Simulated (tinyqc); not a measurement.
# Thermoelectric coefficients with electrons and holes, Landauer integrals: effect of the gap

Bulk parabolic band, x = (E - Ec)/kB T, C = hbar^2/(2 m0), kB T in eV. Modes per area gv m kB T x/(4 pi C) times the back-scattering length l0 x^rr give the transport function s0 X(x), s0 = (2 q^2/h) gv m kB T l0/(4 pi C), X = x^(1 + rr). Holes have the same form with the prefactor bb s0 and the reduced level -eta - xg in place of eta. I_k = int X (x - eta)^k w dx, w = 1/(4 cosh^2((x - eta)/2)).

sigma = s0 I_0, S = -(kB/q) I_1/I_0, Lorenz number L = (kB/q)^2 [I_2/I_0 - (I_1/I_0)^2], kappa_e = L sigma T. With both bands: sigma = sigma_n + sigma_p, S = (sigma_n S_n + sigma_p S_p)/sigma with S_p = +(kB/q) I_1/I_0 of the holes, and kappa_e is the sum of L sigma T of both bands and the bipolar term sigma_n sigma_p (S_p - S_n)^2 T/sigma. Power factor S^2 sigma, ZT = S^2 sigma T/(kappa_e + kL). The integrals are converged.

Values chosen for this exercise: temperature T = 400 K; mass of one valley m = 0.56 m0; valleys gv = 6; back-scattering length at x = 1 l0 = 2.3 nm; energy exponent of that length rr = 0; lattice thermal conductivity kL = 2.7 W/(m K); reduced Fermi level (EF - Ec)/kB T eta = -1; ratio of the hole prefactor to the electron prefactor bb = 0.42.

Constants: q = 1.602176634e-19 C, kB = 1.380649e-23 J/K, hbar = 1.054571817e-34 J s, h = 6.62607015e-34 J s, m0 = 9.1093837015e-31 kg, Vt = kB T/q, hbar^2/(2 m0) = 0.0380998212 eV nm^2. Results are converted to the units shown.

Results:

| xg | sigma (S/cm) | S (uV/K) | kappa_e (W/(m K)) | power factor (mW/(m K^2)) | ZT | bipolar kappa (W/(m K)) |
|---|---|---|---|---|---|---|
| 1 | 260.5 | -42.73 | 0.7563 | 0.04757 | 0.005505 | 0.5920 |
| 2.4 | 174.9 | -141.3 | 0.5154 | 0.3492 | 0.04344 | 0.4077 |
| 5.1 | 138.0 | -255.3 | 0.1595 | 0.8993 | 0.1258 | 0.07433 |
| 6.5 | 135.8 | -267.5 | 0.1086 | 0.9715 | 0.1384 | 0.02481 |
| 7.9 | 135.2 | -271.1 | 0.09134 | 0.9937 | 0.1424 | 0.007872 |
| 9.2 | 135.1 | -272.1 | 0.08603 | 0.9999 | 0.1436 | 0.002636 |
| 10.6 | 135.1 | -272.4 | 0.08416 | 1.002 | 0.1439 | 7.937e-4 |
| 12 | 135.0 | -272.5 | 0.08360 | 1.002 | 0.1441 | 2.346e-4 |

Estimate the missing row, xg = 3.8.

Computed row:

| xg | sigma (S/cm) | S (uV/K) | kappa_e (W/(m K)) | power factor (mW/(m K^2)) | ZT | bipolar kappa (W/(m K)) |
|---|---|---|---|---|---|---|
| 3.8 | 145.7 | -222.0 | 0.2777 | 0.7181 | 0.09646 | 0.1879 |

With this row back in the table: S falls from -42.7 to -272 uV/K, the bipolar kappa falls from 0.592 to 2.35e-4 W/(m K), and ZT rises from 0.00551 to 0.144. ZT is within 5 % of its last value from xg = 6.5 on among the rows.

Range of the model: Parabolic bands, elastic scattering and a fixed kL make these model figures, not those of a material.

Computed by the program tinyqc: `OMP_NUM_THREADS=1 python tinyqc.py 2800036 2800037 out.jsonl`, one thread of a shared Intel Xeon 2.30GHz, about 0.03 s for the whole run.
